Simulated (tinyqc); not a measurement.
The 3-omega method: a line heater on a substrate with a thin film. Which input was changed? Computed by tinyqc, a small Python program. Command: `OMP_NUM_THREADS=1 python tinyqc.py 3016172 3016173 out.jsonl threeomega which`. One thread of a shared host (Intel(R) Xeon(R) Processor @ 2.30GHz), about 0.07 s of CPU time with the checks.

A current at angular frequency omega = 2 pi f heats the line at 2 omega with the amplitude P per length; the temperature swing Delta T at 2 omega gives a voltage at 3 omega. The substrate is taken as semi-infinite and isotropic, and the heat capacity of heater and film is left out.

Inputs (values chosen for the exercise, modelled on alumina on sapphire):

| quantity | value | unit |
|---|---|---|
| substrate conductivity kappa | 36.9 | W/(m K) |
| substrate heat capacity C | 3.06 | 1e6 J/(m^3 K) |
| heater half-width b | 2.9 | micrometre |
| power amplitude per length P | 25 | W/m |
| current frequency f | 1100 | Hz |
| film thickness t | 38 | nm |
| film conductivity kappa_f | 1.8 | W/(m K) |
| interface resistance R_i | 3.3 | m^2 K/GW |
| substrate thickness d_s | 525 | micrometre |
| temperature coefficient of resistance beta | 3.6 | 1e-3/K |
| voltage amplitude V_1 | 1.2 | V |

Method:
- D = kappa/C; q = sqrt(2 i omega/D); penetration depth 1/|q| = sqrt(D/(2 omega)).
- Delta T_s = (P/(pi kappa)) int_0^infinity (sin x/x)^2 / sqrt(x^2 + (q b)^2) dx with (q b)^2 = i |q b|^2, averaged over the heater width (12 Gauss-Legendre points on each of the pieces 0, 14 log-spaced edges from 1e-5 to 1, and multiples of pi to 40 pi; the tail adds 1/(4 (40 pi)^2)).
- For |q| b much below 1: Delta T_s = (P/(pi kappa)) [-ln(|q| b) + eta - i pi/4], eta = 3/2 - C_E = 0.92278, with Euler's C_E = 0.5772157.
- One-dimensional flow across the film: Delta T_f = P (t/kappa_f + R_i)/(2 b); total in-phase swing Delta T = Delta T_s + Delta T_f; third-harmonic amplitude V_3 = V_1 beta |Delta T|/2 with the out-of-phase part included; the apparent film conductivity is t/(t/kappa_f + R_i).

Task: One of these inputs alone was changed, within the range given: heater half-width b (1.45 to 5.8); power amplitude per length P (12.5 to 50); current frequency f (550 to 2200); interface resistance R_i (1.65 to 6.6). Which one, and to what value?

Results:

| run | in-phase Delta T_s (K) | penetration depth (micrometre) | film share of the in-phase swing |
|---|---|---|---|
| before | 0.6997941 | 29.53597 | 0.1307061 |
| after | 0.6382122 | 29.53597 | 0.1307061 |

Result:

Each candidate set to reproduce in-phase Delta T_s, and what it then gives:

| candidate | range searched | value needed | penetration depth (micrometre) | film share of the in-phase swing |
|---|---|---|---|---|
| heater half-width b (micrometre) | 1.45 to 5.8 | 3.862 | 29.536 | 0.11016 |
| power amplitude per length P (W/m) | 12.5 to 50 | 22.80 | 29.536 | 0.13071 |
| current frequency f (Hz) | 550 to 2200 | 1951 | 22.178 | 0.14153 |
| interface resistance R_i (m^2 K/GW) | 1.65 to 6.6 | no effect | - | - |

Only power amplitude per length P fits every result: it went from 25 to 22.8 W/m. The next best candidate, heater half-width b, misses one result by 16 %.
